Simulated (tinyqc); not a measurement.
Classical Heisenberg spin chain: exact results, Metropolis, heat-bath and over-relaxation steps, and a Monte Carlo run: one step, computed by the program tinyqc. Command: `OMP_NUM_THREADS=1 python tinyqc.py 3130005 3130006 out.jsonl heismc walk`. One thread of a shared host (Intel(R) Xeon(R) Processor @ 2.30GHz), about 0.3 s of CPU time with the checks.

E = -J sum_i s_i . s_(i+1) for unit vectors s_i on an open chain; K = J/(k_B T).

Task: Four single-spin steps. The given spins are first normalised. Spins 2 and 3 are updated in turn, with h = K (sum of the two neighbours). Heat bath: cos(theta) = 1 + ln(1 - r1 (1 - exp(-2 |h|)))/|h| about n = h/|h|, azimuth 2 pi r2 = phi in the frame a = n x z/|n x z|, b = n x a: s = n cos(theta) + sin(theta)(a cos(phi) + b sin(phi)); r1, r2 are the first two numbers of the row. Steps 2 and 4 are reflections, s -> 2 (s . h) h/|h|^2 - s, which keep the energy and use no random number.

Inputs (values chosen for the exercise, for a model chain of large moments): temperature T = 45.5 K.

Update: heat bath with over-relaxation.

four neighbouring spins (rows; components x, y, z):
$$\begin{pmatrix}
0.4133 & 0.2927 & 0.8623 \\
-0.7937 & 0.5271 & -0.3036 \\
0.1746 & 0.2946 & 0.9395 \\
0.2680 & 0.2928 & -0.9178
\end{pmatrix}$$

random numbers, one row a step:
$$\begin{pmatrix}
0.6180 & 0.6409 & 0.1993 \\
0.3744 & 0.0522 & 0.5277 \\
0.9668 & 0.9291 & 0.5010 \\
0.9846 & 0.8885 & 0.1418
\end{pmatrix}$$

K = -3.315577

Give: the table «Steps» with the columns |h|, h . s before, h . s after, move, x, y, z.

Result:

Steps:
```
spin    |h|  h . s before  h . s after        move        x        y        z
2     6.579         2.334        5.616   heat bath  -0.2789  -0.7446  -0.6064
3     5.271         5.196        5.196  reflection  -0.1611   0.2656   0.9505
2     6.344         5.257        2.939   heat bath  -0.9388  -0.1356  -0.3167
3     4.687         3.394        3.394  reflection   0.8482  -0.4266   0.3140
```
